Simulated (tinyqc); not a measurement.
Four methods from the same start: geometry relaxation of a small cluster. Computed by tinyqc, a small Python program. Command: `OMP_NUM_THREADS=1 python tinyqc.py 3005907 3005908 out.jsonl relax walk`. One thread of a shared host (Intel(R) Xeon(R) Processor @ 2.30GHz), about 0.01 s of CPU time with the checks.

E = sum_(i<j) phi(r_ij), phi(r) = eps [exp(-2 alpha (r - r0)) - 2 exp(-alpha (r - r0))]; the force on i is -sum_j phi'(r_ij) (R_i - R_j)/r_ij.

Inputs (values chosen for the exercise, for model atoms):

| quantity | value | unit |
|---|---|---|
| length r0 | 2.35 | angstrom |
| well depth eps | 0.51 | eV |
| stiffness alpha | 1.8 | 1/angstrom |
| step factor eta | 0.061 | angstrom^2/eV |
| largest number of steps | 500 | - |

Potential: Morse. Method: FIRE.

starting positions (angstrom):
```
           x     y      z
atom 1  0.02  -0.2   0.05
atom 2  2.45  0.05   -0.1
atom 3  1.29  2.11  -0.21
atom 4  1.06  0.51   1.78
```

Method:
- FIRE with unit mass: if F.v > 0, v = (1 - a) v + a |v| F/|F|, and after more than 5 such steps in a row dt = min(1.1 dt, 5 dt0), a = 0.99 a; else v = 0, a = 0.1, and dt = dt/2 (not at the first step). Then v = v + dt F, R(new) = R + dt v. dt0 = sqrt(eta), a = 0.1 at first.
- No atom moves more than 0.3 angstrom a step (the whole step is scaled). Stop when the largest force component is below 1e-5 eV/angstrom.
- Hessian at the final positions by central differences of the forces; six eigenvalues vanish (translations and rotations). Steepest descent is stable for eta below 2/lambda_max and contracts the softest mode by 1 - eta lambda_min a step.
- Steepest descent: R(new) = R + eta F.
- Conjugate gradient (Polak-Ribiere): d = F + beta d(old), beta = max(0, F.(F - F(old))/|F(old)|^2), d = F at first; step length from one secant, s = eta (F.d)/(F.d - F(R + eta d).d), replaced by eta if that is not positive; R(new) = R + s d.
- BFGS: R(new) = R + B F with the inverse Hessian B = eta 1 at first; with s = R(new) - R, y = F - F(new), rho = 1/(y.s): B(new) = (1 - rho s y^T) B (1 - rho y s^T) + rho s s^T, skipped if y.s is not positive.
- In this comparison each method may take up to 1500 steps.

contraction of the softest mode = 0.798409

non-zero eigenvalues (eV/angstrom^2): 3.3048  3.3048  6.6095  6.6096  6.6097  13.2192

condition number = 4.00003

Cost:

| method | steps | force calls | final E (eV) | calls to reach 1e-2 |
|---|---|---|---|---|
| steepest descent | 48 | 49 | -3.06 | 18 |
| conjugate gradient | 9 | 19 | -3.06 | 13 |
| BFGS | 15 | 16 | -3.06 | 8 |
| FIRE | 93 | 94 | -3.06 | 34 |

What does the comparison show, and why?

In force calls the order is BFGS (16), conjugate gradient (19), steepest descent (49), FIRE (94). All that converged end at the same energy. Near the minimum steepest descent multiplies the slowest mode by 0.798 in size a step, 10 steps a decade of force, at a condition number of 4.0. On this problem it beats FIRE in force calls.

Extremes, crossings and ranges named in words are read from the listed rows.
